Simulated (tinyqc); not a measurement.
Inside a calculation. Method: G0W0 on RHF in the 6-31g basis, for H3+, spin multiplicity 1. One step of it, computed by the program tinyqc.

Problem. G0W0 on Hartree-Fock: LUMO. W(p,q,m) = sqrt2 sum_ia (pq|ia) (X+Y)_ia,m; Sigma_c(x) = sum_(i,m) W^2/(x - e_i + w_m) + sum_(a,m) W^2/(x - e_a - w_m); solve x = e_p + Sigma_c(x) by Newton steps; Z = 1/(1 - dSigma/dx); 1 hartree = 27.211386 eV.

orbital energies (hartree): MO1 -0.990839, MO2 -0.292568, MO3 -0.217660, MO4 0.599059, MO5 0.627069, MO6 0.698678

Two-electron integrals over orbitals (pq|rs), unique and non-zero (hartree):
```
(11|11) 0.527892    (21|11) -0.013574   (21|21) 0.111453    (22|11) 0.439373
(22|21) 0.041082    (22|22) 0.451350    (31|11) 0.015409    (31|21) 0.000462
(31|22) -0.038717   (31|31) 0.101430    (32|11) 0.000866    (32|21) -0.048802
(32|22) -0.007006   (32|31) -0.032903   (32|32) 0.043950    (33|11) 0.436303
(33|21) -0.040187   (33|22) 0.352440    (33|31) 0.039762    (33|32) 0.006430
(33|33) 0.421787    (41|11) 0.095729    (41|21) -0.026360   (41|22) 0.051945
(41|31) 0.009066    (41|32) 0.008331    (41|33) 0.065859    (41|41) 0.063220
(42|11) -0.047045   (42|21) 0.014071    (42|22) -0.028141   (42|31) 0.006631
(42|32) -0.009008   (42|33) -0.030398   (42|41) -0.032376   (42|42) 0.029759
(43|11) 0.013446    (43|21) 0.007089    (43|22) -0.001008   (43|31) 0.019496
(43|32) -0.009741   (43|33) 0.012096    (43|41) 0.007934    (43|42) 0.006997
(43|43) 0.042959    (44|11) 0.446932    (44|21) -0.068691   (44|22) 0.357713
(44|31) 0.019018    (44|32) 0.024078    (44|33) 0.405542    (44|41) 0.085085
(44|42) -0.041587   (44|43) 0.005211    (44|44) 0.441462    (51|11) -0.029031
(51|21) -0.053717   (51|22) -0.047826   (51|31) -0.001339   (51|32) 0.024986
(51|33) -0.002136   (51|41) 0.003631    (51|42) -0.017416   (51|43) -0.009308
(51|44) 0.008883    (51|51) 0.058170    (52|11) -0.104442   (52|21) -0.035121
(52|22) -0.102219   (52|31) 0.022562    (52|32) 0.007582    (52|33) -0.049731
(52|41) -0.032438   (52|42) 0.008553    (52|43) 0.006893    (52|44) -0.054679
(52|51) 0.056901    (52|52) 0.101506    (53|11) -0.000666   (53|21) 0.024242
(53|22) 0.005647    (53|31) 0.012439    (53|32) -0.010487   (53|33) -0.002868
(53|41) -0.009134   (53|42) 0.011404    (53|43) 0.004175    (53|44) -0.013003
(53|51) -0.022041   (53|52) -0.015125   (53|53) 0.015825    (54|11) 0.009495
(54|21) -0.051424   (54|22) -0.006106   (54|31) -0.017428   (54|32) 0.028473
(54|33) 0.014207    (54|41) 0.016306    (54|42) -0.009813   (54|43) -0.009737
(54|44) 0.036257    (54|51) 0.024555    (54|52) 0.009180    (54|53) -0.014320
(54|54) 0.032838    (55|11) 0.442291    (55|21) 0.114836    (55|22) 0.476264
(55|31) -0.036676   (55|32) -0.040043   (55|33) 0.329181    (55|41) 0.047081
(55|42) -0.018744   (55|43) -0.000130   (55|44) 0.320736    (55|51) -0.103840
(55|52) -0.159394   (55|53) 0.028095    (55|54) -0.045103   (55|55) 0.599457
(61|11) -0.003790   (61|21) -0.003224   (61|22) 0.033441    (61|31) -0.064563
(61|32) 0.025184    (61|33) -0.022638   (61|41) -0.005467   (61|42) -0.011213
(61|43) -0.046991   (61|44) -0.004546   (61|51) 0.002323    (61|52) -0.028823
(61|53) -0.006291   (61|54) 0.016521    (61|55) 0.038361    (61|61) 0.076319
(62|11) -0.005571   (62|21) 0.040161    (62|22) 0.000326    (62|31) 0.027948
(62|32) -0.024362   (62|33) -0.005891   (62|41) -0.013575   (62|42) 0.019654
(62|43) 0.022522    (62|44) -0.025077   (62|51) -0.031811   (62|52) -0.010607
(62|53) 0.019548    (62|54) -0.026369   (62|55) 0.031511    (62|61) -0.030952
(62|62) 0.037425    (63|11) -0.123496   (63|21) 0.029881    (63|22) -0.064879
(63|31) -0.027482   (63|32) -0.003460   (63|33) -0.088827   (63|41) -0.068725
(63|42) 0.032203    (63|43) -0.017005   (63|44) -0.109122   (63|51) -0.001390
(63|52) 0.033097    (63|53) 0.007814    (63|54) -0.014553   (63|55) -0.055328
(63|61) 0.020985    (63|62) 0.008280    (63|63) 0.089086    (64|11) -0.011756
(64|21) -0.025250   (64|22) 0.037005    (64|31) -0.110121   (64|32) 0.050320
(64|33) -0.034324   (64|41) -0.003625   (64|42) -0.016061   (64|43) -0.038820
(64|44) -0.003408   (64|51) 0.017019    (64|52) -0.021908   (64|53) -0.019103
(64|54) 0.035716    (64|55) 0.022260    (64|61) 0.089538    (64|62) -0.047363
(64|63) 0.025381    (64|64) 0.150699    (65|11) 0.004932    (65|21) -0.060897
(65|22) -0.023877   (65|31) -0.003594   (65|32) 0.033063    (65|33) 0.020122
(65|41) 0.017215    (65|42) -0.016525   (65|43) -0.010934   (65|44) 0.039790
(65|51) 0.040876    (65|52) 0.026484    (65|53) -0.015103   (65|54) 0.032492
(65|55) -0.074581   (65|61) 0.010063    (65|62) -0.028492   (65|63) -0.016859
(65|64) 0.023416    (65|65) 0.044857    (66|11) 0.491452    (66|21) -0.062501
(66|22) 0.381791    (66|31) 0.037247    (66|32) 0.016426    (66|33) 0.443985
(66|41) 0.117243    (66|42) -0.057181   (66|43) 0.020969    (66|44) 0.469542
(66|51) 0.003036    (66|52) -0.071364   (66|53) -0.012758   (66|54) 0.030801
(66|55) 0.355067    (66|61) -0.024542   (66|62) -0.019343   (66|63) -0.142919
(66|64) -0.029275   (66|65) 0.036910    (66|66) 0.529878
```

excitation energies w (hartree): 0.877421  0.935919  1.708641  1.740734  1.846377

X + Y:
```
             1          2          3          4          5
1>2   0.886295   0.009247  -0.007779  -0.071259  -0.003153
1>3  -0.010040   0.902449   0.004374   0.003143  -0.076535
1>4   0.067678  -0.021960   0.900552   0.329789  -0.075078
1>5   0.137730   0.004334  -0.337314   0.898299   0.034262
1>6   0.005870   0.157592   0.089413  -0.006180   0.946047
```

Give: The 12 largest terms at x = e_p; Newton steps; quasiparticle energy of the LUMO; Hartree-Fock value.

Solution.

The 12 largest terms at x = e_p (hartree; W for the signs of X + Y given):
```
q  m       W       term
1  1   0.127      0.010
2  3   0.093     -0.005
1  4  -0.092   3.45e-03
3  1  -0.055  -3.16e-03
2  1   0.048  -2.62e-03
2  2  -0.043  -2.01e-03
5  3  -0.072  -1.95e-03
5  4   0.061  -1.40e-03
3  2  -0.037  -1.36e-03
2  4  -0.041  -9.72e-04
6  1   0.042  -9.53e-04
6  4  -0.050  -9.30e-04
```

Newton steps (hartree):
```
step       x  Sigma_c(x)      Z
0     -0.293      -0.013  0.974
1     -0.305      -0.013  0.975
2     -0.305      -0.013  0.975
```

quasiparticle energy of the LUMO = -8.307 eV

Hartree-Fock value = -7.961 eV
